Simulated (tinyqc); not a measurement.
Inside a calculation. Method: Hubbard chain of 4 sites. Computed by tinyqc, a small Python program that keeps every step. Settings: hopping = 0.58, U = 5.1, mixing = 1, iteration cap = 65. Command: `OMP_NUM_THREADS=1 python tinyqc.py 20566 20567 out.jsonl` (the two numbers bound the seeds that draw the settings). One thread of a shared host (Intel(R) Xeon(R) Processor @ 2.60GHz), about 0.2 s of CPU time with the checks.

one-body matrix (hopping and site energies) (eV), lower triangle:
```
          1         2         3         4
1   0.39000
2  -0.58000  -0.91000
3   0.00000  -0.58000  -0.84000
4   0.00000   0.00000  -0.58000  -0.21000
```

U = 5.10000 eV

electrons, up and down: 2  1

n(up) at the start (a guess, not normalised): 1 0.95000, 2 0.05000, 3 0.95000, 4 0.05000

n(down) at the start (a guess): 1 0.00000, 2 0.70000, 3 0.00000, 4 0.70000

Each step fills the lowest levels of T + U n(other spin) and sets n(new) = n + mixing (n(out) - n); stop when output and input agree to 1e-8.

Course of the cycle:
```
iteration      E (eV)  largest |n(out) - n(in)|  mean |n_up - n_down|
1          -1.7487288                  6.92e-01               0.69718
2          -2.1068256                  9.53e-01               0.71573
3          -2.2851235                  9.39e-02               0.69401
4          -2.3130402                  7.16e-02               0.73101
5          -2.3188290                  3.63e-02               0.73143
6          -2.3191245                  1.95e-03               0.73179
7          -2.3191405                  2.06e-03               0.73180
8          -2.3191413                  8.64e-05               0.73179
9          -2.3191414                  1.05e-04               0.73179
10         -2.3191414                  4.55e-06               0.73179
11         -2.3191414                  5.37e-06               0.73179
12         -2.3191414                  2.32e-07               0.73179
13         -2.3191414                  2.74e-07               0.73179
14         -2.3191414                  1.18e-08               0.73179
15         -2.3191414                  1.40e-08               0.73179
16         -2.3191414                  6.04e-10               0.73179
```

Can the last value be used, and what does the course show?

No, though the log alone does not show it. Converged in 16 iterations. But random starts reach -2.44870 eV, so this is another stationary point, not the lowest one. Reruns (cap 100 unless said): mixing 0.2: not converged; mixing 0.5: converged in 44 to a higher stationary point (E = -2.31914); mixing 0.9: converged in 19 to a higher stationary point (E = -2.31914). Before convergence this energy mixes input and output and is not variational, so it may rise towards its limit.
